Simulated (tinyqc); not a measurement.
Donor level screened by free carriers (Yukawa potential): one step. Units and screening length. Three cases, with inputs chosen for the exercise.

Task: Give Ry* = Ry m/eps^2, a* = a0 eps/m, EF, the three values of ks, and x = ks a*.

Screening wave number: Debye ks^2 = 4 pi q n/(eps kB T); Thomas-Fermi ks^2 = 6 pi q n/(eps EF) with EF = c (3 pi^2 n/gv)^(2/3)/m, c = hbar^2/2m0; the two are joined by 1/ks^2 = sqrt(1/ks_D^4 + 1/ks_TF^4). 1e18/cm^3 = 1e-6/angstrom^3, q = e^2/(4 pi eps0).

Constants: e^2/(4 pi eps0) = 14.39964547 eV angstrom; kB = 8.617333262e-05 eV/K; hbar^2/2m0 = 3.80998211 eV angstrom^2; Ry = 13.60569312 eV; a0 (Bohr radius) = 0.5291772105 angstrom.

Give: Ry*; a*; EF; ks: Debye, Thomas-Fermi, joined; x.

Case 1.

Values chosen (near those of a donor in Si, with one mean mass; shifted at random, so the results belong to these values and not to a real crystal): m = 0.318 m0 (mass); eps = 11.9 (dielectric constant); gv = 6 (valleys); T = 300 K (temperature); n = 2.1 x 1e18/cm^3 (free-carrier density).

Result:

Ry* = 30.553 meV
a* = 19.80 angstrom
EF = 5.69 meV

ks: Debye, Thomas-Fermi, joined (1/angstrom): 0.03515  0.09171  0.03496

x = 0.6923

EF/kB T = 0.22, so the Debye value, the smaller one, controls the screening.

Case 2.

Values chosen (near those of a donor in Ge, with one mean mass; shifted at random, so the results belong to these values and not to a real crystal): m = 0.163 m0 (mass); eps = 16.3 (dielectric constant); gv = 4 (valleys); T = 300 K (temperature); n = 0.087 x 1e18/cm^3 (free-carrier density).

Result:

Ry* = 8.347 meV
a* = 52.92 angstrom
EF = 1.74 meV

ks: Debye, Thomas-Fermi, joined (1/angstrom): 0.00611  0.02883  0.00611

x = 0.3233

EF/kB T = 0.07, so the Debye value, the smaller one, controls the screening.

Case 3.

Values chosen (near those of a donor in Ge, with one mean mass; shifted at random, so the results belong to these values and not to a real crystal): m = 0.162 m0 (mass); eps = 15.7 (dielectric constant); gv = 4 (valleys); T = 300 K (temperature); n = 0.34 x 1e18/cm^3 (free-carrier density).

Result:

Ry* = 8.942 meV
a* = 51.28 angstrom
EF = 4.35 meV

ks: Debye, Thomas-Fermi, joined (1/angstrom): 0.01231  0.03675  0.01227

x = 0.6294

EF/kB T = 0.17, so the Debye value, the smaller one, controls the screening.

Computed by tinyqc, one run a case: `OMP_NUM_THREADS=1 python tinyqc.py N N+1 out.jsonl` with N = 1250465, 1250567, 1250727; one thread of a shared Intel(R) Xeon(R) Processor @ 2.30GHz, about 0.01 s a run at most.
